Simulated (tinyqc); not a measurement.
## Mobility and doping from two currents

Inverse problem. A trap-free film with injecting contacts is fitted, with diffusion neglected, by J = q mu N V/Lf + (9/8) eps0 eps_r mu V^2/Lf^3. Find mu, N and the voltage at which both terms are equal.

Inputs (values chosen for the exercise):
```
symbol  value  unit                meaning
eps_r    15.9        relative permittivity
Lf        470    nm         film thickness
```

Constants: q = 1.602176634e-19 C, eps0 = 8.8541878128e-14 F/cm where lengths are in cm. Results are converted to the units shown.

J at 3.5 and 14 V (A/cm^2): [147.61149, 1308.0289]

Answer. J/V is a straight line in V: the slope gives mu and the intercept mu N.

mu = 0.3200 cm^2/(V s)
N = 2.300e16 cm^-3
crossover voltage = 5.140 V

Program tinyqc, `OMP_NUM_THREADS=1 python tinyqc.py 2730001 2730002 out.jsonl`; Intel Xeon 2.30GHz, shared host, one thread, about 3 s.
